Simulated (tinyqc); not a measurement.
From results back to parameters: free-carrier optics of a doped semiconductor (Drude model with one polar phonon). Two cases, with inputs chosen for the exercise.

Problem. The upper coupled mode solves E^4 - (wL^2 + Ep^2) E^2 + Ep^2 wT^2 = 0 with wL = wT sqrt(es/ei); N is hidden.

eps(E) = ei [1 - Ep^2/(E^2 + i E Gam)] + (es - ei) wT^2/(wT^2 - E^2 - i E gT), with Ep^2 = 8 pi c (e^2/(4 pi eps0)) N/(m ei), c = hbar^2/2m0, N in 1/angstrom^3 (1e-24 per 1/cm^3); Gam = hbar/tau, tau = mu m m0/e with m0/e = 5.685630e-12 kg/C and mu in m^2/(V s). Energies in meV.

Constants: hbar^2/2m0 = 3.80998211 eV angstrom^2; e^2/(4 pi eps0) = 14.39964547 eV angstrom.

Find: Ep; N; L-.

Method. Ep^2 = L+^2 (L+^2 - wL^2)/(L+^2 - wT^2); the product of the roots gives L- = Ep wT/L+.

Case 1.

Values chosen (mass and dielectric values near those of GaAs; N and mu are free inputs; interband absorption and the rise of the mass with filling are left out; shifted at random, so the results belong to these values and not to a real crystal):
- m = 0.0646 m0 (conductivity mass)
- ei = 11.21 (high-frequency dielectric constant)
- wT = 33.1 meV (TO phonon)
- es = 13.49 (static dielectric constant)

L+ = 78.5713 meV

Solution.

Ep = 76.83 meV
N = 3.10e+18 1/cm^3
L- = 32.37 meV

Case 2.

Values chosen (mass and dielectric values near those of SiC; N and mu are free inputs; interband absorption and the rise of the mass with filling are left out; shifted at random, so the results belong to these values and not to a real crystal):
- m = 0.398 m0 (conductivity mass)
- ei = 6.65 (high-frequency dielectric constant)
- wT = 98.9 meV (TO phonon)
- es = 9.9 (static dielectric constant)

L+ = 194.1966 meV

Solution.

Ep = 176.80 meV
N = 6.00e+19 1/cm^3
L- = 90.04 meV

Computed by tinyqc, one run a case: `OMP_NUM_THREADS=1 python tinyqc.py N N+1 out.jsonl` with N = 1652663, 1652732; one thread of a shared Intel(R) Xeon(R) Processor @ 2.30GHz, about 0.01 s a run at most.
